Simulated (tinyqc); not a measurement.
# Changing the activation volume V_k

Model: oxidation of curved silicon (wires and holes): cylindrical Deal-Grove kinetics with stress-retarded reaction. Computed by tinyqc, a small Python program. Command: `OMP_NUM_THREADS=1 python tinyqc.py 3022873 3022874 out.jsonl wireox sweep`. One thread of a shared host (Intel(R) Xeon(R) Processor @ 2.30GHz), about 0.04 s of CPU time with the checks.

Silicon fills r > a and oxide b < r < a. One volume of silicon gives 2.25 volumes of oxide, and the length is fixed.

Inputs (values chosen for the exercise, close to those used for silicon in dry oxygen):
```
quantity                       value    unit
prefactor B0                     805  um^2/h
activation energy E_B           1.22      eV
prefactor (B/A)0            4.64e+06    um/h
activation energy E_A              2      eV
starting silicon radius a0        94      nm
starting oxide x_i                 2      nm
viscosity prefactor eta0     9.1e-09    Pa s
viscosity energy E_eta          5.67      eV
critical shear stress s_c         60     MPa
temperature T                    900       C
time t                           3.4       h
```

Shape: hole (concave).

Constants: k_B = 8.617333262e-05 eV/K.

Method:
- B = B0 exp(-E_B/(k_B T)), B/A = (B/A)0 exp(-E_A/(k_B T)), eta = eta0 exp(E_eta/(k_B T)); 1 um = 1000 nm.
- Temperatures in kelvin are T(C) + 273.15.
- Geometry: b^2 = b0^2 - 1.25 (a^2 - a0^2), b0 = a0 - x_i.
- Rate of oxide made per interface area: q = 1/[1/k + 2 a |ln(b/a)|/B], and |da/dt| = q/2.25. Reaction k = (B/A) exp(-sigma V_k/(k_B T)). New oxide pushes the old with radial speed u = 1.25 |da/dt| at r = a; the shear stress at radius r is s_c asinh(z a^2/r^2), z = 2 eta u/(a s_c) (Eyring flow), and the compressive normal stress at the interface is sigma = |int_a^b 2 s/r dr| = s_c |F(z) - F(z a^2/b^2)|, F(y) = int_0^y asinh(w)/w dw. q and sigma are solved together. 1 MPa angstrom^3 = 6.241509e-6 eV.
- Integrate da/dt adaptively (tolerance 1e-8); a wire counts as consumed at a = 0.5 nm and a hole as closed at b = 0.5 nm. Planar reference: x^2 + A x = B t + x_i^2 + A x_i, A = B/(B/A).

One run for each value; columns: (1) activation volume V_k (angstrom^3); (2) oxide thickness (nm); (3) normal stress at time t (MPa); (4) ratio to the planar thickness:
```
(1)    (2)    (3)    (4)
2    42.07  595.9  1.091
5    40.24  562.2  1.043
10   37.61  514.9  0.975
15   35.39  476.1  0.918
20   33.49  443.7  0.868
30   30.38  392.4  0.788
40   27.94  353.4  0.724
```

Over the rows, oxide thickness (nm) falls from 42.1 to 27.9 (exponent d ln y / d ln x -0.048 between the first rows and -0.29 between the last); normal stress at time t (MPa) falls from 596 to 353 (exponent d ln y / d ln x -0.064 between the first rows and -0.36 between the last); ratio to the planar thickness falls from 1.09 to 0.724 (exponent d ln y / d ln x -0.048 between the first rows and -0.29 between the last). Feedback: a slower reaction pushes the oxide less, so the stress itself falls as V_k grows.

Caution (all rows): the oxide is taken as a purely viscous fluid in steady flow; elasticity, stress-dependent diffusion and thin-oxide enhancement are left out.
